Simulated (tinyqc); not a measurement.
Electromigration in a confined line: Blech product, Korhonen stress evolution and Black's law. Changing the current density j. Computed by tinyqc, a small Python program. Command: `OMP_NUM_THREADS=1 python tinyqc.py 3013326 3013327 out.jsonl emigr sweep`. One thread of a shared host (Intel(R) Xeon(R) Processor @ 2.30GHz), about 0.01 s of CPU time with the checks.

The electron wind pushes atoms from the cathode (x = 0) to the anode (x = L); blocking ends build a back stress (tension positive). The input rho is taken not to change with temperature. d sigma/dt = d/dx [kappa (d sigma/dx + G)], with zero flux at both ends and sigma = 0 at t = 0.

Inputs (values chosen for the exercise, close to those used for copper lines):

| quantity | value | unit |
|---|---|---|
| resistivity rho | 3.97 | micro-ohm cm |
| atomic volume Omega | 11.8 | angstrom^3 |
| effective charge number Z* | 2 | - |
| prefactor D0 | 1.6e-08 | m^2/s |
| activation energy E | 0.839 | eV |
| effective modulus B | 20 | GPa |
| critical stress sigma_c | 78 | MPa |
| line length L | 35 | um |
| test temperature T | 300 | C |

Start: stress-free.

Constants: e = 1.602176634e-19 C; k_B = 8.617333262e-05 eV/K; k_B = 1.380649e-23 J/K.

Method:
- G = Z* e rho j/Omega; D = D0 exp(-E/(k_B T)); kappa = D B Omega/(k_B T); drift velocity of an unconfined line v = D Z* e rho j/(k_B T). SI: 1 micro-ohm cm = 1e-8 ohm m, 1 MA/cm^2 = 1e10 A/m^2.
- Temperatures in kelvin are T(C) + 273.15.
- At steady state sigma(x) = G (L/2 - x). A void forms only if the cathode stress reaches sigma_c, that is if j L exceeds (j L)_c = 2 Omega (sigma_c)/(Z* e rho). Time scale tau = L^2/kappa.
- sigma(x, t) = G L [1/2 - x/L - 4 sum_(m odd) cos(m pi x/L) exp(-m^2 pi^2 s)/(m pi)^2], s = t/tau, summed to m = 399.
- Solve sigma(0, t) = sigma_c for s; the semi-infinite estimate is t = (pi/kappa) ((sigma_c)/(2 G))^2.

One run for each value:

| current density j (MA/cm^2) | nucleation time (h) | semi-infinite estimate (h) | steady cathode stress (MPa) | drift velocity (nm/h) |
|---|---|---|---|---|
| 0.57 | 1.8646e+00 | 1.7566e+00 | 107.5 | 22.13 |
| 0.82 | 8.5061e-01 | 8.4879e-01 | 154.7 | 31.84 |
| 1.20 | 3.9634e-01 | 3.9634e-01 | 226.4 | 46.60 |
| 1.70 | 1.9748e-01 | 1.9748e-01 | 320.7 | 66.01 |
| 2.40 | 9.9085e-02 | 9.9085e-02 | 452.8 | 93.19 |
| 3.40 | 4.9371e-02 | 4.9371e-02 | 641.5 | 132.02 |
| 4.90 | 2.3770e-02 | 2.3770e-02 | 924.4 | 190.27 |
| 7.00 | 1.1647e-02 | 1.1647e-02 | 1320.6 | 271.81 |
| 10.00 | 5.7073e-03 | 5.7073e-03 | 1886.6 | 388.30 |

What does the table show, and why?

Over the rows, nucleation time (h) falls from 1.86 to 0.00571 (exponent d ln y / d ln x -2.2 between the first rows and -2.0 between the last). At the high end the exponent of nucleation time is -2.00, close to -2: nucleation in a long line: the stress grows as j sqrt(t). The apparent current exponent -d ln t/d ln j is 2.16 in the first rows; values above 2 come from the back stress near the critical product, below which no void forms and no time is defined. Left out: 0.400 (a listed quantity is not defined there).

Caution (all rows): a steady stress above sigma_c is formal, since a void forms first.
